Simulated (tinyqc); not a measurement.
# Changing the gas velocity U

Model: chemical vapour deposition: Grove model, boundary layer, depletion and step coverage. Computed by tinyqc, a small Python program. Command: `OMP_NUM_THREADS=1 python tinyqc.py 3031310 3031311 out.jsonl cvd sweep`. One thread of a shared host (Intel(R) Xeon(R) Processor @ 2.30GHz), about 0.02 s of CPU time with the checks.

A precursor diffuses to the surface and reacts there at first order; each molecule that reacts adds one formula unit of film.

Inputs (values chosen for the exercise, close to those used for epitaxial silicon from a chlorosilane):
```
quantity                                            value                unit
prefactor k0 of k_s                               7.8e+08                cm/s
activation energy E                                  1.81                  eV
temperature T                                         950                   C
total pressure p                                      760                torr
mole fraction of the precursor Y                    0.001                   -
gas diffusivity D0 at 273.15 K and 760 torr          0.22              cm^2/s
film density N                                      5e+22  formula units/cm^3
precursor mass M                                      170                   u
kinematic viscosity nu0 at 273.15 K and 760 torr     0.29              cm^2/s
susceptor length L                                     20                  cm
channel height b                                      3.2                  cm
```

Reactor: horizontal, atmospheric.

Constants: k_B = 1.380649e-23 J/K; u = 1.6605390666e-27 kg; k_B = 8.617333262e-05 eV/K.

Method:
- k_s = k0 exp(-E/(k_B T)); C_g = Y p/(k_B T), 1 torr = 133.322 Pa; D = D0 (T/273.15)^1.75 (760/p).
- Temperatures in kelvin are T(C) + 273.15.
- Mean speed c = sqrt(8 k_B T/(pi M)); reactive sticking probability beta = 4 k_s/c.
- nu = nu0 (T/273.15)^1.75 (760/p); Re = U L/nu; mean boundary layer delta = (2/3) L/sqrt(Re), at most b/2; h_g = D/delta.
- Fluxes in series: C_s = C_g/(1 + k_s/h_g); growth rate G = k_s h_g/(k_s + h_g) C_g/N; 1 cm/s = 6e8 nm/min.
- Plug flow: U b dC/dx = -k_eff C with k_eff = k_s h_g/(k_s + h_g), so C falls as exp(-k_eff x/(U b)); the used share of the precursor is 1 - C(L)/C(0).

One run for each value; columns: (1) gas velocity U (cm/s); (2) growth rate G at the inlet (nm/min); (3) rate at the outlet over rate at the inlet; (4) boundary layer delta (cm); (5) Reynolds number Re:
```
(1)      (2)     (3)    (4)   (5)
3.0    127.6  0.0249  1.600    15
5.5    127.6  0.1335  1.600    28
10.0   127.6  0.3304  1.600    50
18.0   144.0  0.4994  1.405    90
33.0   190.0  0.6067  1.038   165
60.0   247.8  0.6987  0.770   300
110.0  321.1  0.7761  0.568   550
200.0  409.6  0.8371  0.422  1001
```

Over the rows, growth rate G at the inlet (nm/min) rises from 128 to 410, flat over part of the range; rate at the outlet over rate at the inlet rises from 0.0249 to 0.837 (exponent d ln y / d ln x 2.8 between the first rows and 0.13 between the last); boundary layer delta (cm) falls from 1.60 to 0.422, flat over part of the range. At the low end the exponent of growth rate G at the inlet is 0.00, close to 0: the rate does not feel the flow. Faster flow thins the boundary layer once it is below the cap and carries the gas past before it is depleted.

Caution (rows 3.00, 5.50, 10.0): the boundary layer is capped at b/2, so U, L and nu no longer affect h_g.
